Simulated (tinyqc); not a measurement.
Double quantum well by finite differences: one step. Lowest levels on the coarse grid. Three cases, with inputs chosen for the exercise.

Problem. Diagonalise the symmetric tridiagonal matrix; give the three lowest levels and the weights u_i^2 (sum 1) of the two lowest.

Give: levels; weights on the points.

Case 1.

diagonal H_ii (eV): 0.856812  0.868812  0.905239  0.551284  0.592901  0.575284  0.953239  0.965239  0.611284  0.623284  1.001239  0.988812  1.000812

H_(i,i+1) (eV): -0.254406  -0.254406  -0.278834  -0.308451  -0.308451  -0.278834  -0.254406  -0.278834  -0.308451  -0.278834  -0.254406  -0.254406

Solution.

levels (eV): 0.0844  0.1970  0.3745

weights on the points:
```
             1      2      3      4      5      6      7      8      9     10     11     12
level 1  0.001  0.005  0.041  0.282  0.385  0.242  0.032  0.005  0.004  0.002  0.000  0.000
level 2  0.000  0.000  0.002  0.011  0.006  0.000  0.009  0.072  0.427  0.403  0.062  0.008

            13
level 1  0.000
level 2  0.001
```

Case 2.

diagonal H_ii (eV): 0.228745  0.228745  0.233682  0.114654  0.120688  0.114654  0.238619  0.114654  0.120688  0.114654  0.233682  0.228745  0.228745

H_(i,i+1) (eV): -0.049372  -0.049372  -0.054310  -0.060344  -0.060344  -0.054310  -0.054310  -0.060344  -0.060344  -0.054310  -0.049372  -0.049372

Solution.

levels (eV): 0.0205  0.0278  0.0845

weights on the points:
```
             1      2      3      4      5      6      7      8      9     10     11     12
level 1  0.000  0.001  0.008  0.114  0.197  0.160  0.040  0.160  0.197  0.114  0.008  0.001
level 2  0.000  0.001  0.013  0.158  0.222  0.107  0.000  0.107  0.222  0.158  0.013  0.001

            13
level 1  0.000
level 2  0.000
```

Case 3.

diagonal H_ii (eV): 1.349633  1.363633  1.377633  1.488216  0.851179  1.081558  1.095558  0.893179  1.558216  1.572216  0.935179  1.165558  1.179558  0.977179  1.642216  1.559633  1.573633  1.587633

H_(i,i+1) (eV): -0.252317  -0.252317  -0.252317  -0.348899  -0.565279  -0.565279  -0.565279  -0.348899  -0.252317  -0.348899  -0.565279  -0.565279  -0.565279  -0.348899  -0.252317  -0.252317  -0.252317

Solution.

levels (eV): 0.0734  0.1575  0.4755

weights on the points:
```
             1      2      3      4      5      6      7      8      9     10     11     12
level 1  0.000  0.000  0.001  0.014  0.208  0.309  0.287  0.170  0.010  0.000  0.000  0.000
level 2  0.000  0.000  0.000  0.000  0.001  0.001  0.000  0.000  0.000  0.013  0.208  0.309

            13     14     15     16     17     18
level 1  0.000  0.000  0.000  0.000  0.000  0.000
level 2  0.287  0.170  0.010  0.000  0.000  0.000
```

Computed by tinyqc, one run a case: `OMP_NUM_THREADS=1 python tinyqc.py N N+1 out.jsonl` with N = 1282032, 1282186, 1282198; one thread of a shared Intel(R) Xeon(R) Processor @ 2.30GHz, about 0.03 s a run at most.
